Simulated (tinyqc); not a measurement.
Empty-lattice bands from Gamma to H: Brillouin zone and empty-lattice bands of the hcp structure.

Primitive vectors a1 = a (1,0,0), a2 = a (-1/2, sqrt3/2, 0), a3 = (0,0,c); atoms at 0 and a1/3 + 2 a2/3 + a3/2. Reciprocal vectors obey a_i.b_j = 2 pi delta_ij; k is given in units of 2 pi/a. Empty-lattice levels are c0 (2 pi/a)^2 |k + G|^2, c0 = hbar^2/2m0. Points: M = (1/2, 1/(2 sqrt3), 0), K = (2/3, 0, 0), A = (0, 0, a/2c), L = M + A, H = K + A.

Constants: hbar^2/2m0 = 3.80998211 eV angstrom^2.

Inputs chosen for the exercise (out of a larger set: lattice near that of Ru; not measured data): a = 2.703 angstrom (lattice constant); ca = 1.576 (c/a).

k = f x H; the eight lowest levels, degenerate ones repeated.

Levels (eV):

| f | 1 | 2 | 3 | 4 | 5 | 6 | 7 | 8 |
|---|---|---|---|---|---|---|---|---|
| 0.000 | 0.00 | 8.29 | 8.29 | 27.45 | 27.45 | 27.45 | 27.45 | 27.45 |
| 0.167 | 0.31 | 7.22 | 9.98 | 23.19 | 23.19 | 27.76 | 27.76 | 30.09 |
| 0.333 | 1.25 | 6.77 | 12.30 | 19.55 | 19.55 | 25.07 | 25.07 | 28.70 |
| 0.500 | 2.81 | 6.95 | 15.24 | 16.53 | 16.53 | 20.67 | 20.67 | 27.67 |
| 0.667 | 4.99 | 7.75 | 14.14 | 14.14 | 16.90 | 16.90 | 18.80 | 27.09 |
| 0.833 | 7.79 | 9.17 | 12.37 | 12.37 | 13.75 | 13.75 | 22.99 | 27.13 |
| 1.000 | 11.22 | 11.22 | 11.22 | 11.22 | 11.22 | 11.22 | 27.80 | 27.80 |

What can be read from this table?

Band 1 is the parabola f^2 x 11.22 eV. The next levels start from the first shell of G at 8.29 eV; a branch falls at first if its G has a component against k, and branches cross. The second level ends at 11.22 eV, after a minimum of 6.77 eV among these points, and meets band 1 at the zone surface.

tinyqc: `OMP_NUM_THREADS=1 python tinyqc.py 1850257 1850258 out.jsonl`; about 0.02 s, one thread, shared Intel(R) Xeon(R) Processor @ 2.30GHz.
